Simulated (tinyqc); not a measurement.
# p-n diode with diffusion and depletion-layer recombination, step by step

Program tinyqc, `OMP_NUM_THREADS=1 python tinyqc.py 2260140 2260141 out.jsonl`; Intel Xeon 2.30GHz, shared host, one thread, about 0.01 s. Printed values are rounded.

Abrupt junction in the depletion approximation, low injection, full ionisation, neutral widths fixed, ohmic contact on the p side. Vj is the junction voltage; where a series resistance Rs is given, V = Vj + J Rs is the terminal voltage.

Inputs (values chosen for the exercise); band and dielectric values close to those of germanium:
- T = 300 K (temperature)
- Eg = 0.669 eV (band gap)
- eps_r = 16.1 (relative permittivity)
- Nc = 1.03e19 cm^-3 (conduction-band density of states at T)
- Nv = 6.04e18 cm^-3 (valence-band density of states at T)
- Na = 1.8e17 cm^-3 (acceptor density)
- Nd = 3.3e17 cm^-3 (donor density)
- mun = 1400 cm^2/(V s) (electron mobility in the p side)
- mup = 920 cm^2/(V s) (hole mobility in the n side)
- tn = 8e-9 s (electron lifetime)
- tp = 5e-7 s (hole lifetime)
- wp = 21 um (neutral width of the p side)
- wn = 1.4 um (neutral width of the n side)
- Sp = 100 cm/s (recombination velocity at the n contact)
- Rs = 0.0092 ohm cm^2 (series resistance)
- Et = 0 eV (trap level above the intrinsic level)
- Vj = 0.31 V (junction voltage at which recombination is evaluated)
- V = 0.31 V (terminal voltage)

Constants: q = 1.602176634e-19 C, kB = 1.380649e-23 J/K, Vt = kB T/q, eps0 = 8.8541878128e-14 F/cm where lengths are in cm. Results are converted to the units shown.

## Diffusion lengths and saturation currents

ni = sqrt(Nc Nv) exp(-Eg/(2 Vt)), Eg in volts; D = mu Vt; Ln = sqrt(Dn tn), Lp = sqrt(Dp tp); J0n = q ni^2 Dn coth(wp/Ln)/(Ln Na); J0p = (q ni^2 Dp/(Lp Nd)) (s + tanh(wn/Lp))/(1 + s tanh(wn/Lp)), s = Sp Lp/Dp.

ni = 1.89489e13 cm^-3
Ln = 5.38091 um
Lp = 34.4847 um
J0n = 2.15143e-5 A/cm^2
J0p = 6.61786e-8 A/cm^2

wp/Ln = 3.9 and wn/Lp = 0.041; electrons carry 99.7 % of the diffusion current.

## Recombination in the depleted layer

ni = sqrt(Nc Nv) exp(-Eg/(2 Vt)), Eg in volts. Vbi = Vt ln(Na Nd/ni^2), W = sqrt(2 eps0 eps_r (Vbi - Vj)(1/Na + 1/Nd)/q), xp = W Nd/(Na + Nd), xn = W Na/(Na + Nd); u(x) = q Na (x + xp)^2/(2 eps0 eps_r) for x < 0 and Vbi - Vj - q Nd (xn - x)^2/(2 eps0 eps_r) for x > 0; p = Na exp(-u/Vt), n = Nd exp((u - Vbi + Vj)/Vt); U = ni^2 (exp(Vj/Vt) - 1)/(tp (n + ni exp(Et/Vt)) + tn (p + ni exp(-Et/Vt))); J_scr = q times the integral of U from -xp to xn. Trapezoid rule on 16 equal steps.

W = 52.3285 nm

```
point,x (nm),u (V),n (cm^-3),p (cm^-3),U (cm^-3 s^-1)
0,-33.8596,0.000000,3.21860e14,1.8e17,3.59717e22
1,-30.5891,0.001082,3.35617e14,1.72622e17,3.71753e22
2,-27.3186,0.004328,3.80515e14,1.52254e17,4.08590e22
3,-24.0480,0.009738,4.69087e14,1.23505e17,4.70166e22
4,-20.7775,0.017312,6.28764e14,9.21408e16,5.45967e22
5,-17.5070,0.027049,9.16377e14,6.32216e16,5.95062e22
6,-14.2364,0.038951,1.45216e15,3.98957e16,5.49210e22
7,-10.9659,0.053016,2.50210e15,2.31545e16,4.00678e22
8,-7.6954,0.069246,4.68758e15,1.23592e16,2.36246e22
9,-4.4248,0.087639,9.54873e15,6.06728e15,1.19884e22
10,-1.1543,0.108197,2.11492e16,2.73933e15,5.46234e21
11,2.1162,0.129635,4.84657e16,1.19538e15,2.38885e21
12,5.3868,0.147487,9.66814e16,5.99234e14,1.19810e21
13,8.6573,0.161372,1.65427e17,3.50215e14,7.00320e20
14,11.9278,0.171291,2.42785e17,2.38626e14,4.77204e20
15,15.1983,0.177241,3.05626e17,1.89561e14,3.79092e20
16,18.4689,0.179225,3.3e17,1.75560e14,3.51094e20
```

J_scr = 0.0208825 A/cm^2

With 2000 steps J_scr = 0.02088 A/cm^2; the coarse value is within 0.01 % of it. U is largest at x = -17.5 nm among these points; the peak lies where tp n = tn p. On the fine grid U peaks at 5.958e22 cm^-3 s^-1, and J_scr/(q U_max) is 41.8 % of W, the effective width of the recombining zone.

## Starting value

Vj = V.

Vj at the start = 0.31 V

## Iteration 1: new Vj

J0 = J0n + J0p = 2.15805e-5 A/cm^2

Diffusion current alone: J = J0 (exp(Vj/Vt) - 1), g = Vj + J Rs - V, g' = 1 + Rs J0 exp(Vj/Vt)/Vt, Vj(new) = Vj - g/g'.

J = 3.48200 A/cm^2
g = 0.0320344 V
g' = 2.23915
Vj after iteration 1 = 0.295694 V

## Iteration 2: new Vj

As before.

J = 2.00211 A/cm^2
g = 0.00411296 V
g' = 1.71250
Vj after iteration 2 = 0.293292 V

## Iteration 3: new Vj

As before.

J = 1.82449 A/cm^2
g = 7.70839e-5 V
g' = 1.64929
Vj after iteration 3 = 0.293245 V

## Course of the iteration

Stop when the step is below 1e-10 V, or after 80 iterations.

Course of the iteration:
```
iteration,Vj before the step (V),step (V)
1,0.31,-0.0143
2,0.295694,-2.40e-3
3,0.293292,-4.67e-5
4,0.293245,-1.66e-8
5,0.293245,-2.11e-15
```

Converged in 5 iterations.
